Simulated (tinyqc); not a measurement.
From results back to parameters: spherical quantum dot. Two cases, with inputs chosen for the exercise.

Problem. The 1s level was computed from a hidden barrier height.

A sphere of radius R, isotropic masses, c = hbar^2/2m0, k = sqrt(mw E/c), kappa = sqrt(mb (V0 - E)/c). State n l is the spherical Bessel function j_l(k r) inside and k_l(kappa r) outside; psi and psi'/m are continuous: (k/mw) j_l'(kR)/j_l(kR) = (kappa/mb) k_l'(kappa R)/k_l(kappa R). For l = 0 this reads kR cot(kR) = 1 - (mw/mb)(1 + kappa R).

Constants: hbar^2/2m0 = 3.80998211 eV angstrom^2.

Case 1.

Values chosen (out of a larger set: near those of a non-polar GaN dot in AlN; not measured data): R = 18 angstrom (radius); mw = 0.199 m0 (mass inside); mb = 0.324 m0 (mass outside).

E(1s) = 0.3797965 eV

Case 2.

Values chosen (out of a larger set: near those of an InGaAs dot in InAlAs; not measured data): R = 86 angstrom (radius); mw = 0.0421 m0 (mass inside); mb = 0.0714 m0 (mass outside).

E(1s) = 0.0826214 eV

Find: k R; kappa R; V0.

Solution. kappa R = (mb/mw)(1 - kR cot kR) - 1, and V0 = E + c kappa^2/mb.

Case 1.

k R = 2.5352
kappa R = 6.580
V0 = 1.951 eV

Case 2.

k R = 2.5985
kappa R = 7.997
V0 = 0.544 eV

Computed by tinyqc, one run a case: `OMP_NUM_THREADS=1 python tinyqc.py N N+1 out.jsonl` with N = 1280376, 1280402; one thread of a shared Intel(R) Xeon(R) Processor @ 2.30GHz, about 0.05 s a run at most.
